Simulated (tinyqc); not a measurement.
# Surface potential of a MOS transistor: implicit equation and explicit approximations, step by step

Numbers from tinyqc (`OMP_NUM_THREADS=1 python tinyqc.py 2122215 2122216 out.jsonl`; about 0.01 s on one thread of a shared Intel Xeon 2.30GHz). Printed values are rounded.

p-type body, charge-sheet picture, depletion and inversion only, full ionisation (an idealisation for deep acceptors), Boltzmann statistics (rough once Na exp(x - xn) passes about Nc/7). In units of Vt: xg = (Vg - Vfb)/Vt, x = psi/Vt, G = gamma/sqrt(Vt), xn = (2 phiF + Vc)/Vt. The implicit equation is (xg - x)^2 = G^2 [x - 1 + exp(x - xn)] for x above about 3. Cox = eps0 eox/tox.

Inputs (values chosen for the exercise); band and dielectric values close to those of silicon:
- T = 250 K (temperature)
- Eg = 1.13 eV (band gap)
- eps_r = 11.5 (relative permittivity)
- Nc = 2.16e19 cm^-3 (conduction-band density of states at T)
- Nv = 2e19 cm^-3 (valence-band density of states at T)
- eox = 8.87 (relative permittivity of the gate insulator (close to aluminium oxide))
- tox = 5.5 nm (insulator thickness)
- Na = 9.2e16 cm^-3 (acceptor density)
- Vfb = -0.87 V (flat-band voltage)
- Vc = 1 V (channel-body voltage)
- Vg = 1.27 V (gate-body voltage)

Constants: q = 1.602176634e-19 C, kB = 1.380649e-23 J/K, Vt = kB T/q, eps0 = 8.8541878128e-14 F/cm where lengths are in cm. Results are converted to the units shown.

## Scales

ni = sqrt(Nc Nv) exp(-Eg/(2 Vt)), Eg in volts; phiF = Vt ln(Na/ni); gamma = sqrt(2 q eps0 eps_r Na)/Cox; VT = Vfb + Vt (xn + G sqrt(xn - 1)).

phiF = 0.4482313 V
gamma = 0.1213327 V^0.5
G = 0.8266493
xn = 88.03014
VT = 1.192601 V
xg = 99.33468

## Explicit approximation

Depletion value a = 1 + [sqrt(G^2/4 + xg - 1) - G/2]^2; inversion value b = xn + ln[(xg - xn)^2/G^2 - xn + 1] and first guess y = min(a, b) - ln(1 + exp(-|a - b|)) if a > xn + 1, else b = y = a; one second-order correction with D = exp(y - xn), p = 2 (xg - y) + G^2 (1 + D), w = (xg - y)^2 - G^2 (y - 1 + D): z = y + 2 w/(p + sqrt(p^2 - 2 (2 - G^2 D) w)), or the Newton step z = y + w/p where the root is not real.

a = 91.47186
b = 92.63510
y = 91.19995
p = 33.21856
w = -11.73000
z = 90.81501

The root of the implicit equation is x = 90.8199; y misses it by 0.38 and z by -0.0049, in units of Vt.

## Starting value

x = a rounded to two decimals.

x at the start = 91.47

## Iteration 1: new x

D = exp(x - xn), f = (xg - x)^2 - G^2 (x - 1 + D), f' = -2 (xg - x) - G^2 (1 + D), x(new) = x - f/f'.

D = 31.18274
f = -21.27816
f' = -37.72139
x after iteration 1 = 90.90591

## Iteration 2: new x

As before.

D = 17.73921
f = -2.515147
f' = -29.66294
x after iteration 2 = 90.82112

## Course of the iteration

Stop when the step is below 1e-11, or after 60 iterations.

Course of the iteration:
```
iteration	x before the step	step
1	91.47	-0.564
2	90.90591	-0.0848
3	90.82112	-1.22e-3
4	90.81990	-2.36e-7
5	90.81990	< 1e-13
```

Converged in 5 iterations.

## Potential, charges and gate control

converged x = 90.81990

psi = Vt x; N_dep = Cox Vt G sqrt(x - 1)/q; N_inv = (Cox Vt G/q) [sqrt(x - 1 + exp(x - xn)) - sqrt(x - 1)]; dpsi/dVg = 1/[1 + G^2 (1 + exp(x - xn))/(2 (xg - x))].

psi = 1.956563 V
N_dep = 1.504249e12 cm^-2
N_inv = 1.3063e11 cm^-2
dpsi/dVg = 0.5905672

psi lies 2.8 Vt above 2 phiF + Vc.
